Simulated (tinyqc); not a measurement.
Complex band structure along [001] in sp3s* tight binding, step by step. Values are carried at full precision from step to step, so a last printed digit may differ when a step is redone from the rounded ones.

For k = (0, 0, kz) the phase sums are g0 = cos(phi) and g3 = i sin(phi), phi = kz a/4, and the s, pz, s* orbitals of anion (a) and cation (c) decouple from px, py. With z = exp(i phi), H(z) = H0 + z T + T^T/z for any complex z. H0 is diagonal (Esa, Epa, Exa, Esc, Epc, Exc). The anion-cation block is B(z) = z U + W/z and the cation-anion block z W^T + U^T/z, where U has Vss/2 (s,s), Vsapc/2 (s,z), -Vscpa/2 (z,s), Vxx/2 (z,z), Vxapc/2 (s*,z), -Vpaxc/2 (z,s*), and W has the same values with the s-z and s*-z signs reversed. |z| = 1 is a band state, |z| < 1 decays along [001] as exp(-kappa d) over a distance d, kappa = -(4/a) ln|z|. No spin-orbit coupling.

Constants: hbar^2/2m0 = 3.80998211 eV angstrom^2.

Values chosen for the exercise (out of a larger set: near a published set for InAs, fitted to gaps, whose masses and valley positions are rough (light masses up to twice too heavy); not measured data):
- p = (-9.592, 0.906, -2.713, 3.699, 7.495, 6.783, -5.669, 1.84, 4.519, 3.049, 5.464, 3.346, 3.904) eV (order Esa, Epa, Esc, Epc, Exa, Exc, Vss, Vxx, Vxy, Vsapc, Vscpa, Vxapc, Vpaxc)
- dE = 0.39 eV (E - Ev)
- a = 6.054 angstrom (lattice constant)

## The layer matrices

Parameters in the order Esa, Epa, Esc, Epc, Exa, Exc, Vss, Vxx, Vxy, Vsapc, Vscpa, Vxapc, Vpaxc. Form H0 and T.

diagonal of H0 (eV): sa -9.5920, za 0.9060, s*a 7.4950, sc -2.7130, zc 3.6990, s*c 6.7830

T (eV):
```
          sa      za      s*a       sc      zc      s*c
sa    0.0000  0.0000   0.0000  -2.8345  1.5245   0.0000
za    0.0000  0.0000   0.0000  -2.7320  0.9200  -1.9520
s*a   0.0000  0.0000   0.0000   0.0000  1.6730   0.0000
sc   -2.8345  2.7320   0.0000   0.0000  0.0000   0.0000
zc   -1.5245  0.9200  -1.6730   0.0000  0.0000   0.0000
s*c   0.0000  1.9520   0.0000   0.0000  0.0000   0.0000
```

## Edges at Gamma

At z = 1 the levels follow from the blocks [[Esa, Vss], [Vss, Esc]] and [[Epa, Vxx], [Vxx, Epc]]: Ev is the lower p root, and the direct gap ends at the lower of the upper roots.

Ev = -0.0074 eV
EG (direct gap) = 0.4858 eV

## Complex wave vectors at one energy in the gap

Solve det(H0 - E + z T + T^T/z) = 0 with E = Ev + dE, as the linear problem [[0, 1], [-T^T, E - H0]] x = z [[1, 0], [0, T]] x. Roots come as z, -z, 1/z and conjugates; list those with 0 < |z| < 1 and Re z, Im z >= 0, by falling |z|. Re kz = arg(z)/(pi/2) in units of 2 pi/a, kappa = -(4/a) ln|z|.

Decaying roots:
```
Re z      Im z     |z|  Re kz (2 pi/a)  kappa (1/angstrom)
0.9609  0.0000  0.9609          0.0000              0.0264
0.0276  0.2987  0.3000          0.9414              0.7955
```

The slowest root has kappa = 0.0264 1/angstrom at Re kz = 0.000: a purely imaginary k at Gamma. The probability falls by exp(-2 kappa d), a factor 1.69 over 1 nm.

## The px, py block

For px and py the determinant gives (E - Epa)(E - Epc) = Vxx^2 cos^2(phi) + Vxy^2 sin^2(phi). With phi = i kappa a/4 this is sinh^2(kappa a/4) = ((E - Epa)(E - Epc) - Vxx^2)/(Vxx^2 - Vxy^2), E = Ev + dE. Parameters in the order Esa, Epa, Esc, Epc, Exa, Exc, Vss, Vxx, Vxy, Vsapc, Vscpa, Vxapc, Vpaxc.

sinh^2(kappa a/4) = 0.09683
kappa of the heavy-hole branch = 0.2024 1/angstrom

This branch decays faster than the slowest root of the s-pz block (0.0264), by a factor 7.68 in kappa.

## Band-edge masses of the same block

From the real bands: m/m0 = c h^2/|E(h) - E(0)| with kz = h = 0.001 1/angstrom for level 2 (light hole) and level 3 (electron) of the 6 x 6 matrix; c = hbar^2/2m0.

masses of this model, from the curvature at Gamma (m0): m_lh 0.0324, m_e 0.0351

These are masses of the nearest-neighbour model without spin-orbit coupling, which is fitted to gaps and often gives the electron too heavy.

## Checks

- Largest distance of a level of the 6 x 6 block at kz = 0.37 (2 pi/a) from a level of the full matrix, against zero (eV): both 0.000000.
- Kappa 0.1 meV above Ev against sqrt(m_lh E/c): 0.0009226 against 0.0009228.

Program tinyqc; command `OMP_NUM_THREADS=1 python tinyqc.py 1480943 1480944 out.jsonl`; about 0.01 s on one thread of a shared Intel(R) Xeon(R) Processor @ 2.30GHz.
